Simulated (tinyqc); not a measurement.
Band-to-band tunnelling in a uniform field: complex band structure along [001] in sp3s* tight binding.

For k = (0, 0, kz) the phase sums are g0 = cos(phi) and g3 = i sin(phi), phi = kz a/4, and the s, pz, s* orbitals of anion (a) and cation (c) decouple from px, py. With z = exp(i phi), H(z) = H0 + z T + T^T/z for any complex z. H0 is diagonal (Esa, Epa, Exa, Esc, Epc, Exc). The anion-cation block is B(z) = z U + W/z and the cation-anion block z W^T + U^T/z, where U has Vss/2 (s,s), Vsapc/2 (s,z), -Vscpa/2 (z,s), Vxx/2 (z,z), Vxapc/2 (s*,z), -Vpaxc/2 (z,s*), and W has the same values with the s-z and s*-z signs reversed. |z| = 1 is a band state, |z| < 1 decays along [001] as exp(-kappa d) over a distance d, kappa = -(4/a) ln|z|. No spin-orbit coupling.

Constants: hbar^2/2m0 = 3.80998211 eV angstrom^2.

Inputs chosen for the exercise (out of a larger set: near a published set for InP, fitted to gaps, whose masses and valley positions are rough (light masses up to twice too heavy); not measured data): p = (-8.589, 0.876, -1.493, 4.056, 8.29, 7.031, -5.398, 1.895, 4.234, 2.231, 5.577, 3.472, 4.51) eV (order Esa, Epa, Esc, Epc, Exa, Exc, Vss, Vxx, Vxy, Vsapc, Vscpa, Vxapc, Vpaxc); a = 5.875 angstrom (lattice constant).

Ev = -0.00769 eV
EG (direct gap) = 1.42631 eV

masses of this model, from the curvature at Gamma (m0): m_lh 0.09547, m_e 0.12439

WKB at zero transverse momentum: T = exp(-2 I/(eF)), I = integral of kappa dE across the direct gap (8 Gauss-Legendre points in theta, E = EG sin^2 theta, 0 to pi/2); 1 MV/cm = 0.01 V/angstrom. The two-band form gives I = (pi/8) sqrt(m/c) EG^(3/2) with m = 2 m_lh m_e/(m_lh + m_e).

Tunnelling:

| F (MV/cm) | path EG/eF (angstrom) | exponent 2I/eF | T, tight binding | T, two-band |
|---|---|---|---|---|
| 0.50 | 285.3 | 44.793 | 3.52e-20 | 2.71e-20 |
| 0.75 | 190.2 | 29.862 | 1.07e-13 | 9.02e-14 |
| 1.00 | 142.6 | 22.396 | 1.88e-10 | 1.65e-10 |
| 2.00 | 71.3 | 11.198 | 1.37e-05 | 1.28e-05 |
| 3.00 | 47.5 | 7.465 | 0.000573 | 0.000548 |
| 4.00 | 35.7 | 5.599 | 0.00370 | 0.00358 |

Give the missing row, F (MV/cm) = 1.50.

Computed row:
```
F (MV/cm)  path EG/eF (angstrom)  exponent 2I/eF  T, tight binding  T, two-band
1.50                        95.1          14.931          3.28e-07     3.00e-07
```

I, tight binding = 0.111982 eV/angstrom
I, two-band = 0.112637 eV/angstrom

The two-band integral is +0.59 % from the tight-binding one, which makes the two-band T 0.7695 times the other at 0.5 MV/cm and 0.9678 times at 4 MV/cm. Doubling the field from 1 to 2 MV/cm halves the exponent and raises T by a factor 7.3e+04.

tinyqc: `OMP_NUM_THREADS=1 python tinyqc.py 1451417 1451418 out.jsonl`; about 0.01 s, one thread, shared Intel(R) Xeon(R) Processor @ 2.30GHz.
